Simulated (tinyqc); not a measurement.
# Junction parameters from two forward currents

Problem. D(v) = J1 (exp(v/Vt) - 1) + J2 (exp(v/(2 Vt)) - 1). Find J1, J2 and the voltage 2 Vt ln(J2/J1) near which both parts are equal.

Parameters, values chosen for the exercise: temperature T = 398 K.

Constants: q = 1.602176634e-19 C, kB = 1.380649e-23 J/K, Vt = kB T/q. Results are converted to the units shown.

junction voltages (V): [0.26, 0.64]
currents (uA/um): [2.8209089e-7, 1.2538878e-4]

Solution. The current is linear in J1 and J2, so two points give two equations.

J1 = 4.100e-13 uA/um
J2 = 6.500e-9 uA/um
crossover = 0.6634 V

Computed by the program tinyqc: `OMP_NUM_THREADS=1 python tinyqc.py 2182026 2182027 out.jsonl`, one thread of a shared Intel Xeon 2.30GHz, about 0.2 s for the whole run.
